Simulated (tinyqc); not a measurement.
# Changing the deposition temperature T_d

Model: thermal stress, cracking, delamination and buckling of a thin film; Griffith cracks and misfitting inclusions. Computed by tinyqc, a small Python program. Command: `OMP_NUM_THREADS=1 python tinyqc.py 3016670 3016671 out.jsonl filmcrack sweep`. One thread of a shared host (Intel(R) Xeon(R) Processor @ 2.30GHz), about 0.01 s of CPU time with the checks.

Isotropic linear elasticity; the substrate is much thicker than the film; stress is positive in tension.

Inputs (values chosen for the exercise, modelled on a copper film on silicon):
```
quantity                       value        unit
film Young's modulus E           122         GPa
film Poisson ratio nu           0.34           -
film expansion alpha_f          17.2      1e-6/K
substrate expansion alpha_s      3.1      1e-6/K
final temperature T              300           K
intrinsic stress                -140         MPa
film thickness h               0.067  micrometre
substrate Young's modulus E_s    150         GPa
substrate Poisson ratio nu_s    0.27           -
inclusion radius R              0.34  micrometre
```

Inclusion: sphere.

Method. Thermal strain = (alpha_f - alpha_s)(T_d - T); stress = E/(1 - nu) x strain + intrinsic stress; plane-strain modulus Ebar = E/(1 - nu^2); G0 = stress^2 h/(2 Ebar) is the energy freed per area when a long strip loses its stress across its width. Film material fills a sphere of radius R in the substrate, with the misfit e = thermal strain (it wants to shrink if e > 0). Radial stress at the wall s0 = e/[(1 - 2 nu)/E + (1 + nu_s)/(2 E_s)]; inside it is uniform and hydrostatic; outside s_rr = s0 (R/r)^3, s_tt = -s_rr/2. Keep-out radius: where |s_rr| falls to 10 MPa (R if it is lower at the wall).

One run for each value; columns: (1) deposition temperature T_d (K); (2) film stress (MPa); (3) G0 (J/m^2); (4) radial stress at the wall s0 (MPa); (5) keep-out radius (micrometre):
```
(1)    (2)        (3)    (4)    (5)
350   -9.7  2.276e-05  102.8  0.739
394  105.0  2.677e-03  193.3  0.912
438  219.7  1.172e-02  283.8  1.037
481  331.8  2.673e-02  372.2  1.135
525  446.4  4.840e-02  462.7  1.221
569  561.1  7.646e-02  553.2  1.296
612  673.2  1.101e-01  641.6  1.361
656  787.9  1.507e-01  732.1  1.422
700  902.5  1.978e-01  822.6  1.479
```

Over the rows, film stress (MPa) rises from -9.68 to 903; G0 (J/m^2) rises from 2.28e-5 to 0.198 (exponent d ln y / d ln x 40 between the first rows and 4.2 between the last); radial stress at the wall s0 (MPa) rises from 103 to 823 (exponent d ln y / d ln x 5.3 between the first rows and 1.8 between the last). The stress changes by 2.61 MPa per kelvin, E (alpha_f - alpha_s)/(1 - nu), and passes through zero where the thermal part cancels the intrinsic one.

Caution (rows 569, 612, 656, 700): at a stress above 0.4 % of E a ductile film would yield, and the elastic value is then an upper bound; a brittle film in tension cracks instead.

Extremes, crossings and ranges named in words are read from the listed rows.
